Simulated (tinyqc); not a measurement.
Printed widths: electron-beam lithography: double-Gaussian proximity function, edge placement and dose correction for parallel lines. Computed by tinyqc, a small Python program. Command: `OMP_NUM_THREADS=1 python tinyqc.py 3111129 3111130 out.jsonl proximity walk`. One thread of a shared host (Intel(R) Xeon(R) Processor @ 2.30GHz), about 0.01 s of CPU time with the checks.

Lines are infinitely long. Absorbed energy is counted so that the middle of a very large area written at dose 1 receives 1; the resist develops where it exceeds 1/2.

Inputs (values chosen for the exercise, of the order of those for 10 keV electrons in resist on silicon): forward range alpha = 0.015 micrometre; backscatter range beta = 1.2 micrometre; backscatter ratio eta = 0.53.

line widths (micrometre): 0.073  0.063  0.14  0.42

gaps between the lines (micrometre): 0.67  0.12  0.052

Method:
- The first line starts at x = 0; each next one starts after the width and the gap.
- f(r) = [exp(-r^2/alpha^2)/alpha^2 + eta exp(-r^2/beta^2)/beta^2]/(pi (1 + eta)). A line from a to b at dose d gives E(x) = d [S(alpha) + eta S(beta)]/(1 + eta), S(s) = [erf((b - x)/s) - erf((a - x)/s)]/2.
- M_ij is the mean of E at the two edges of line i from line j at dose 1.
- Uncorrected edge energies are M 1. Solve M d = 1/2 for the doses d that put the mean edge energy of every line at the threshold.
- Edges are the roots of E(x) = 1/2 between a line centre and the middle of the next gap. Three cases: dose 1 everywhere; one common dose equal to the mean of d; the corrected doses.

Lines (micrometre):

| line | left edge | right edge | centre |
|---|---|---|---|
| 1 | 0.000 | 0.073 | 0.0365 |
| 2 | 0.743 | 0.806 | 0.7745 |
| 3 | 0.926 | 1.066 | 0.9960 |
| 4 | 1.118 | 1.538 | 1.3280 |

corrected doses: 1 1.33486, 2 1.18374, 3 1.16254, 4 1.17519

Width error, printed less drawn (nm):

| line | drawn width (nm) | dose 1 | mean dose | corrected |
|---|---|---|---|---|
| 1 | 73 | -10.179 | -2.6348 | 3.52e-04 |
| 2 | 63 | -6.431 | 0.8389 | 1.53e-04 |
| 3 | 140 | -5.907 | 1.3402 | 5.90e-05 |
| 4 | 420 | -6.174 | 1.0791 | 3.57e-04 |

What does the comparison show, and why?

With the common mean dose the errors span 4.0 nm. With corrected doses the largest error is below 0.01 nm.

Extremes, crossings and ranges named in words are read from the listed rows.
